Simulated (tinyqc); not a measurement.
Grain-boundary diffusion: Harrison regimes, Fisher and Le Claire analysis, Hart average: one step, computed by the program tinyqc. Command: `OMP_NUM_THREADS=1 python tinyqc.py 3014026 3014027 out.jsonl gbdiff walk`. One thread of a shared host (Intel(R) Xeon(R) Processor @ 2.30GHz), about 0.01 s of CPU time with the checks.

A boundary is a slab of width delta with diffusivity D_b, normal to a surface held at constant concentration; it leaks into grains of diffusivity D.

Question. Regime. l = sqrt(D t); P = s delta D_b; alpha = s delta/(2 l); beta = P/(2 D l). Regime A if l > 3 d, C if alpha > 1, B if alpha < 0.1, l < d/4 and beta > 10, otherwise a transition.

Inputs (values chosen for the exercise, for a model polycrystal):

| quantity | value | unit |
|---|---|---|
| boundary width delta | 0.55 | nm |
| segregation factor s | 1 | - |
| grain size d | 4.1 | um |
| temperature T | 583 | K |
| time t | 4000 | s |

D = 7.377925e-19 m^2/s

triple product P = 1.027040e-22 m^3/s

Give: lattice diffusion length l; alpha; beta; regime.

Answer.

lattice diffusion length l = 0.05432 um

alpha = 0.005062

beta = 1281

Regime: B

Boundaries are isolated and lose material sideways, so only the product P can be measured.
